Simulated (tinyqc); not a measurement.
# Changing the directionality n

Model: vacuum evaporation: vapour pressure, source flux, thickness distribution, purity and step coverage. Computed by tinyqc, a small Python program. Command: `OMP_NUM_THREADS=1 python tinyqc.py 3110766 3110767 out.jsonl evap sweep`. One thread of a shared host (Intel(R) Xeon(R) Processor @ 2.30GHz), about 0.01 s of CPU time with the checks.

Molecular flow, unit sticking of the metal, no re-evaporation. The background gas is taken as water vapour (18.015 g/mol, collision diameter 0.37 nm) at 300 K.

Inputs (values chosen for the exercise, modelled on gold, with constants for the liquid): molar mass M = 196.97 g/mol; film density rho = 19.3 g/cm^3; vapour-pressure constant A = 10.85; vapour-pressure constant B = 18020 K; source temperature T = 1580 K; source area = 0.61 cm^2; source-to-wafer distance h = 24 cm; wafer radius R = 7.5 cm; source offset from the axis s/h = 0.67.

Constants: u = 1.6605390666e-27 kg; k_B = 1.380649e-23 J/K; R = 8.314462618 J/(mol K).

Method:
- log10(p_v/Pa) = A - B/T; flux from the surface Phi = p_v/sqrt(2 pi m k_B T), m = M u.
- Mass loss = Phi x area x m; heat of evaporation = ln(10) R B; d ln Phi/dT = ln(10) B/T^2 - 1/(2 T).
- A small source emits (n + 1) Phi area cos^n(phi)/(2 pi) per solid angle; on a parallel plane at height h and lateral distance l the arrival rate is (n + 1) Phi area/(2 pi h^2) x (1 + (l/h)^2)^(-(n + 3)/2). Growth rate = arrival rate x m/rho, m = M u. The wafer is fixed and centred above the source.
- Rotating wafer, source offset by s and facing upwards: thickness at radius r is the mean over the angle a of (1 + (r^2 + s^2 - 2 r s cos a)/h^2)^(-(n + 3)/2), by 360 equal steps; non-uniformity (max - min)/(max + min) over 21 radii from 0 to R.

One run for each value; columns: (1) directionality n; (2) growth rate at the centre (nm/s); (3) non-uniformity (max - min)/(max + min) (%); (4) share of the material that lands on the wafer, 1 - (1 + (R/h)^2)^(-(n + 1)/2) (%); (5) non-uniformity, rotating (%):
```
(1)      (2)    (3)    (4)    (5)
1.0  0.00752   9.29   8.90   0.81
1.5  0.00940  10.44  10.99   0.39
2.0  0.01127  11.59  13.04   0.22
3.0  0.01503  13.89  17.00   1.53
4.0  0.01879  16.16  20.78   3.32
6.0  0.02631  20.66  27.83   8.00
8.0  0.03382  25.08  34.25  13.88
```

What does the table show?

Over the rows, growth rate at the centre (nm/s) rises from 0.00752 to 0.0338 (exponent d ln y / d ln x 0.55 between the first rows and 0.87 between the last); non-uniformity (max - min)/(max + min) (%) rises from 9.29 to 25.1 (exponent d ln y / d ln x 0.29 between the first rows and 0.67 between the last); share of the material that lands on the wafer, 1 - (1 + (R/h)^2)^(-(n + 1)/2) (%) rises from 8.90 to 34.2 (exponent d ln y / d ln x 0.52 between the first rows and 0.72 between the last).
